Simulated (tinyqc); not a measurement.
Slope factor and drain-induced lowering from three currents.

Inverse problem. With source and body at 0 V, I = A exp((Vg + dd Vd)/(nf Vt)) (1 - exp(-Vd/Vt)). Find nf, the swing nf Vt ln 10 and dd.

Values chosen for this exercise:

| symbol | value | unit | meaning |
|---|---|---|---|
| T | 300 | K | temperature |

Constants: q = 1.602176634e-19 C, kB = 1.380649e-23 J/K, Vt = kB T/q. Results are converted to the units shown.

currents at (Vg, Vd) = (0, 0.05), (0, 1.1) and (0.09, 1.1) V (nA/um): [4.3242977e-5, 0.0053443802, 0.092722913]

Solution. The pair at equal Vd gives nf; the pair at equal Vg, after dividing out the factors 1 - exp(-Vd/Vt), gives dd.

nf = 1.220
swing = 72.62 mV/decade
dd = 0.1400

Program tinyqc, `OMP_NUM_THREADS=1 python tinyqc.py 2242019 2242020 out.jsonl`; Intel Xeon 2.30GHz, shared host, one thread, about 0.03 s.
